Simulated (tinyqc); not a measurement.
Error from band bending against W.

In A the levels shift by pb (1 - z/W)^2 for z < W. The signal from depth z is weighted by exp(-z/le)/le, so the centroid shifts by pb [1 - 2/a + (2/a^2)(1 - exp(-a))], a = W/le, and the error of iA against its value at the interface is that less pb.

Inputs (values chosen for the exercise): band bending in A at the interface pb = -0.74 V; escape depth le = 1.7 nm.

Error from band bending against W:
```
W (nm),a,centroid shift (eV),error (meV)
2.8,1.647,-0.2819,458.1
5,2.941,-0.3989,341.1
8.6,5.059,-0.5049,235.1
15,8.824,-0.5913,148.7
26,15.29,-0.6496,90.44
45,26.47,-0.6862,53.80
79,46.47,-0.7088,31.16
140,82.35,-0.7222,17.75
240,141.2,-0.7296,10.41
```

The size of the error falls from 458 to 10.4 meV; for large a it is 2 |pb|/a. It is below 50 meV, a typical accuracy of the method, in 3 of the 9 rows. Heavily doped substrates and deep-probing photons need the correction.

Program tinyqc, `OMP_NUM_THREADS=1 python tinyqc.py 2410060 2410061 out.jsonl`; Intel Xeon 2.30GHz, shared host, one thread, about 0.01 s.
